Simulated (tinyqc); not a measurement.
Central-cell correction: shallow acceptor in the spherical four-band model.

The ground state 1S3/2 has an L = 0 part f(r) and an L = 2 part g(r). In units of Ry* and a*, with Gaussians f_i = exp(-a_i r^2), g_i = r^2 exp(-a_i r^2), A = a_i + a_j and I(n) = Gamma((n + 1)/2)/(2 A^((n + 1)/2)): S_ff = I(2), S_gg = I(6), H_ff = (6 a_i a_j/A) I(2) - 2 I(1), H_gg = (14 a_i a_j/A) I(6) - 2 I(5), H_fg = -mu [15 I(2) - 20 a_j I(4) + 4 a_j^2 I(6)]; each function is then normalised. The split-off band is left out.

Converged values use 22 exponents 2.2^i, i = -7 to 14, for f and for g.

Parameters, chosen for this exercise (out of a larger set: near those of a shallow acceptor in GaP, where the small spin-orbit splitting and strong warping make this model rough; not measured data): rc = 1.6 angstrom (radius of the central cell); Vs = (2, 0, -0.5, -1.5, -2.5, -3.5) eV (central-cell strengths).

mu = 0.46716
Ry* = 27.2659 meV
a* = 23.789 angstrom

A short-range term V exp(-r^2/rc^2) is added (negative: attracts the hole); its elements are V S (A/(A + 1/rc^2))^(3/2) for f and ^(7/2) for g, in the same units.

Results:
```
V (eV)  1S binding (meV)  2S binding (meV)  <r> (angstrom)  L = 2 weight
2.0                 32.6              9.10            30.9         0.094
0.0                 34.1              9.29            29.5         0.095
-0.5                34.6              9.36            29.1         0.096
-1.5                35.8              9.50            28.2         0.097
-2.5                37.3              9.68            27.0         0.098
-3.5                39.3              9.91            25.7         0.099
```

From V = 0 to -3.5 eV the 1S binding grows by 5.2 meV (15 %) and the 2S binding by 0.61 meV, so the chemical shift sits mainly in the ground state. A repulsion of 2 eV removes 1.5 meV. The slope is 2.03 meV per eV over the last step against 0.76 on the repulsive side, since attraction pulls the state into the cell; over this range the level stays shallow.

Program tinyqc; command `OMP_NUM_THREADS=1 python tinyqc.py 1250144 1250145 out.jsonl`; about 0.3 s on one thread of a shared Intel(R) Xeon(R) Processor @ 2.30GHz.
